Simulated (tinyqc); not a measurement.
Gap voltage and exponent from three temperatures.

Inverse problem. At constant current VBE(T) = Vg0 - a T - eta (kB T/q) ln T, where a is a constant. Find Vg0, eta and dVBE/dT at the middle temperature.

Constants: q = 1.602176634e-19 C, kB = 1.380649e-23 J/K. Results are converted to the units shown.

T (K): 273  300  390
VBE at a constant current (V): 0.8136542447  0.7688819465  0.6149490010

Answer. The relation is linear in Vg0, a and eta, so three points give a linear system; the slope is (VBE - Vg0 - eta kB T/q)/T. eta rests on the curvature of VBE(T) alone, so real fits need accuracy of some tens of microvolts or better.

Vg0 = 1.19 V
eta = 3.30
dVBE/dT = -1.67 mV/K

tinyqc, about 0.01 s, one thread, Intel Xeon 2.30GHz (shared host): `OMP_NUM_THREADS=1 python tinyqc.py 2062167 2062168 out.jsonl`
